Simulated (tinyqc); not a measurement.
What the corrections do to the levels: formation energy of a charged point defect from supercell energies. Computed by tinyqc, a small Python program. Command: `OMP_NUM_THREADS=1 python tinyqc.py 3008853 3008854 out.jsonl formation walk`. One thread of a shared host (Intel(R) Xeon(R) Processor @ 2.30GHz), about 0.01 s of CPU time with the checks.

The host is a compound AB. Making the defect adds n_A = 1, n_B = 0 atoms to the cell. All total energies are inputs. E_F is counted from the valence-band maximum (VBM); x = 0 is A-rich and x = 1 B-rich growth.

Inputs (values chosen for the exercise, with gap and screening modelled on InP):
```
quantity,value,unit
gap E_g,1.34,eV
E_VBM of the host cell,3.029,eV
potential alignment dV,-0.046,eV
dielectric constant eps,12.8,-
cell length L,17.3,angstrom
mu_A of the pure element,-2.282,eV
formation enthalpy dH of AB,-0.723,eV
growth condition x,0.099,-
```

Defect: A interstitial. Supercell lattice: fcc.

charge states q: [1, 0, -1, -2]

E(defect, q) - E(host), in the order of q (eV): [-4.626, -1.356, 2.442, 6.074]

Constants: e^2/(4 pi eps_0) = 14.39964548 eV angstrom.

Method:
- dmu_A = x dH and dmu_B = (1 - x) dH, so that dmu_A + dmu_B = dH; mu = mu(element) + dmu.
- The reservoir term is sum n_i mu_i.
- Image-charge correction of a point charge in a neutralising background: E_corr = q^2 alpha e^2/(4 pi eps_0) / (2 eps L), alpha = 2.888282 for a fcc array with L the cube root of the volume.
- E_f(q, E_F) = [E(defect, q) - E(host)] - sum n_i mu_i + q (E_VBM + dV + E_F) + E_corr(q).
- Levels eps(q/q-1) with the terms q dV and E_corr left out or kept.

E_f(q, 0) (eV): (q=+1) 0.80449, (q=0) 0.99758, (q=-1) 1.90649, (q=-2) 2.83721

E_corr (eV): (q=+1) 0.093909, (q=0) 0.000000, (q=-1) 0.093909, (q=-2) 0.375634

Levels above the VBM (eV):
```
level,raw,with alignment,with image charge,with both
(+1/0),0.24100,0.28700,0.14709,0.19309
(0/-1),0.76900,0.81500,0.86291,0.90891
(-1/-2),0.60300,0.64900,0.88473,0.93073
```

What follows from these numbers?

Alignment moves every level by -dV = +0.046 eV. The image term moves eps(q/q-1) by (1 - 2q) E_corr(1): (+1/0) by -0.094, (0/-1) by +0.094, (-1/-2) by +0.282 eV, donor levels down and acceptor levels up. It adds 2 E_corr(1) = 0.188 eV to every U, which turns an apparent negative U of the raw energies into a positive one. Caution: the largest image-charge correction in these energies, q^2 alpha e^2/(8 pi eps_0 eps L) with alpha = 2.888282, exceeds a quarter of the gap; the point-charge term alone is then a rough estimate, usually too large for a charge that is spread out.

Extremes, crossings and ranges named in words are read from the listed rows.
